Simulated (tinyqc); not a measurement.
Vacuum evaporation: vapour pressure, source flux, thickness distribution, purity and step coverage: one step, computed by the program tinyqc.

Molecular flow, unit sticking of the metal, no re-evaporation. The background gas is taken as water vapour (18.015 g/mol, collision diameter 0.37 nm) at 300 K.

Task: Offset source and rotation. Rotating wafer, source offset by s and facing upwards: thickness at radius r is the mean over the angle a of (1 + (r^2 + s^2 - 2 r s cos a)/h^2)^(-(n + 3)/2), by 360 equal steps; non-uniformity (max - min)/(max + min) over 21 radii from 0 to R.

Inputs (values chosen for the exercise, modelled on titanium, with constants for the liquid):
```
quantity                         value  unit
directionality n                     1     -
source-to-wafer distance h          36    cm
wafer radius R                      10    cm
source offset from the axis s/h      1     -
```

Give: centre thickness relative to an axial source; edge over centre, rotating; non-uniformity, rotating.

Result:

centre thickness relative to an axial source = 0.25

edge over centre, rotating = 1.0363

non-uniformity, rotating = 1.7810 %
